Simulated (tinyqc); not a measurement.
Hueckel theory of the pi electrons, for the molecule Bc1ccc(-c2ccccc2)cc1 (SMILES; centres numbered as the heavy atoms are written), step by step. Computed by tinyqc, a small Python program that keeps every step. Settings: charge = 0. Command: `OMP_NUM_THREADS=1 python tinyqc.py 20344 20345 out.jsonl` (the two numbers bound the seeds that draw the settings). One thread of a shared host (Intel(R) Xeon(R) Processor @ 2.60GHz), about 0.01 s of CPU time with the checks.

## The Hueckel matrix

Centres:
```
centre  z_r, pi electrons of the neutral centre          h
1B                                            0  -0.970000
2C                                            1   0.000000
3C                                            1   0.000000
4C                                            1   0.000000
5C                                            1   0.000000
6C                                            1   0.000000
7C                                            1   0.000000
8C                                            1   0.000000
9C                                            1   0.000000
10C                                           1   0.000000
11C                                           1   0.000000
12C                                           1   0.000000
13C                                           1   0.000000
```

Bonds:
```
i    j         k
1    2  0.630000
2    3         1
3    4         1
4    5         1
5    6         1
6    7         1
7    8         1
8    9         1
9   10         1
10  11         1
5   12         1
12  13         1
13   2         1
11   6         1
```

H_rr = alpha + h_r beta, H_rs = k_rs beta for bonded centres.

Hueckel matrix in units of beta (H = alpha + beta A), lower triangle:
```
            1B        2C        3C        4C        5C        6C        7C        8C
1B   -0.970000
2C    0.630000  0.000000
3C    0.000000  1.000000  0.000000
4C    0.000000  0.000000  1.000000  0.000000
5C    0.000000  0.000000  0.000000  1.000000  0.000000
6C    0.000000  0.000000  0.000000  0.000000  1.000000  0.000000
7C    0.000000  0.000000  0.000000  0.000000  0.000000  1.000000  0.000000
8C    0.000000  0.000000  0.000000  0.000000  0.000000  0.000000  1.000000  0.000000
9C    0.000000  0.000000  0.000000  0.000000  0.000000  0.000000  0.000000  1.000000
10C   0.000000  0.000000  0.000000  0.000000  0.000000  0.000000  0.000000  0.000000
11C   0.000000  0.000000  0.000000  0.000000  0.000000  1.000000  0.000000  0.000000
12C   0.000000  0.000000  0.000000  0.000000  1.000000  0.000000  0.000000  0.000000
13C   0.000000  1.000000  0.000000  0.000000  0.000000  0.000000  0.000000  0.000000

           9C       10C       11C       12C       13C
9C   0.000000
10C  1.000000  0.000000
11C  0.000000  1.000000  0.000000
12C  0.000000  0.000000  0.000000  0.000000
13C  0.000000  0.000000  0.000000  1.000000  0.000000
```

## Orbitals

pi electrons, sum of z_r less the charge = 12

Diagonalise; E = alpha + x beta with beta < 0, so the largest x are filled first; degenerate levels share their electrons. P = sum n_i c_ri c_si; each orbital has its largest coefficient positive (the first on a tie).

x values: 2.282907  1.908391  1.351453  1.000000  1.000000  0.739786  -0.546434  -0.988416  -1.000000  -1.000000  -1.476873  -1.949518  -2.291297

occupations: 2.000000  2.000000  2.000000  2.000000  2.000000  2.000000  0.000000  0.000000  0.000000  0.000000  0.000000  0.000000  0.000000

coefficients:
```
          MO1        MO2        MO3        MO4        MO5        MO6        MO7        MO8
1B   0.038914   0.079845   0.121820   0.000000   0.000000  -0.138439   0.516927   0.620887
2C   0.200926   0.364803   0.448889   0.000000   0.000000  -0.375715   0.347544  -0.018149
3C   0.217089   0.322942   0.264953  -0.196222   0.459888  -0.095366  -0.257787  -0.186610
4C   0.294669   0.251497  -0.090818  -0.196222   0.459888   0.305165  -0.206681   0.202597
5C   0.455613   0.157013  -0.387689   0.000000   0.000000   0.321123   0.370724  -0.013641
6C   0.450783  -0.203352  -0.342308   0.000000   0.000000  -0.372767   0.210785  -0.391712
7C   0.286741  -0.272544  -0.037462   0.459888   0.196222  -0.298445  -0.242952   0.200408
8C   0.203821  -0.316769   0.291680   0.459888   0.196222   0.151981  -0.078028   0.193626
9C   0.178563  -0.331975   0.431653   0.000000   0.000000   0.410879   0.285589  -0.391791
10C  0.203821  -0.316769   0.291680  -0.459888  -0.196222   0.151981  -0.078028   0.193626
11C  0.286741  -0.272544  -0.037462  -0.459888  -0.196222  -0.298445  -0.242952   0.200408
12C  0.294669   0.251497  -0.090818   0.196222  -0.459888   0.305165  -0.206681   0.202597
13C  0.217089   0.322942   0.264953   0.196222  -0.459888  -0.095366  -0.257787  -0.186610

           MO9       MO10       MO11       MO12       MO13
1B    0.000000   0.000000   0.475238  -0.259381   0.110730
2C    0.000000   0.000000  -0.382357   0.403284  -0.232235
3C    0.464929  -0.183959   0.132647  -0.311399   0.231179
4C   -0.464929   0.183959   0.186455   0.203795  -0.297465
5C    0.000000   0.000000  -0.408017  -0.085903   0.450402
6C    0.000000   0.000000   0.229679  -0.240121  -0.437074
7C    0.183959   0.464929   0.034405   0.277012   0.275532
8C   -0.183959  -0.464929  -0.280491  -0.299918  -0.194252
9C    0.000000   0.000000   0.379845   0.307684   0.169556
10C   0.183959   0.464929  -0.280491  -0.299918  -0.194252
11C  -0.183959  -0.464929   0.034405   0.277012   0.275532
12C   0.464929  -0.183959   0.186455   0.203795  -0.297465
13C  -0.464929   0.183959   0.132647  -0.311399   0.231179
```

charge and bond-order matrix P, lower triangle:
```
            1B         2C         3C         4C         5C         6C         7C         8C
1B    0.083790
2C    0.287288   1.032231
3C    0.159424   0.632388   0.961428
4C   -0.043525  -0.008937   0.684047   1.002908
5C   -0.122836  -0.291714   0.032542   0.613895   0.971316
6C    0.022421   0.005572  -0.045914  -0.001957   0.372917   1.001374
7C    0.052299   0.107006  -0.014463  -0.143446   0.013072   0.617509   0.993948
8C   -0.005737  -0.001551   0.009473   0.000566  -0.042299  -0.000406   0.676985   1.000122
9C   -0.047711  -0.091673   0.013478   0.110620  -0.012347  -0.305839   0.005767   0.659809
10C  -0.005737  -0.001551   0.009473   0.000566  -0.042299  -0.000406  -0.323015   0.000122
11C   0.052299   0.107006  -0.014463  -0.143446   0.013072   0.617509  -0.006052  -0.323015
12C  -0.043525  -0.008937  -0.315953   0.002908   0.613895  -0.001957  -0.143446   0.000566
13C   0.159424   0.632388  -0.038572  -0.315953   0.032542  -0.045914  -0.014463   0.009473

           9C       10C        11C       12C       13C
9C   0.994476
10C  0.659809  1.000122
11C  0.005767  0.676985   0.993948
12C  0.110620  0.000566  -0.143446  1.002908
13C  0.013478  0.009473  -0.014463  0.684047  0.961428
```

Within a degenerate level the vectors are fixed only up to a rotation; this is one choice.

## Energy, charges, bond orders

E = sum n x; q_r = z_r - P_rr; bond order p = P_rs; free valence = sqrt(3) - sum of p over the bonds of the atom.

pi energy = 12 alpha + this times beta = 16.565075

pi charges: 1B -0.083790, 2C -0.032231, 3C 0.038572, 4C -0.002908, 5C 0.028684, 6C -0.001374, 7C 0.006052, 8C -0.000122, 9C 0.005524, 10C -0.000122, 11C 0.006052, 12C -0.002908, 13C 0.038572

Bond orders and lengths from R = 1.517 - 0.180 p (angstrom, C-C alone):
```
bond          p         R
1-2    0.287288         -
2-3    0.632388  1.403170
3-4    0.684047  1.393871
4-5    0.613895  1.406499
5-6    0.372917  1.449875
6-7    0.617509  1.405848
7-8    0.676985  1.395143
8-9    0.659809  1.398234
9-10   0.659809  1.398234
10-11  0.676985  1.395143
5-12   0.613895  1.406499
12-13  0.684047  1.393871
13-2   0.632388  1.403170
11-6   0.617509  1.405848
```

free valence of the carbons: 2C 0.179987, 3C 0.415615, 4C 0.434108, 5C 0.131344, 6C 0.124115, 7C 0.437556, 8C 0.395257, 9C 0.412433, 10C 0.395257, 11C 0.437556, 12C 0.434108, 13C 0.415615

gap between the highest filled and the next level = 1.286220 |beta|
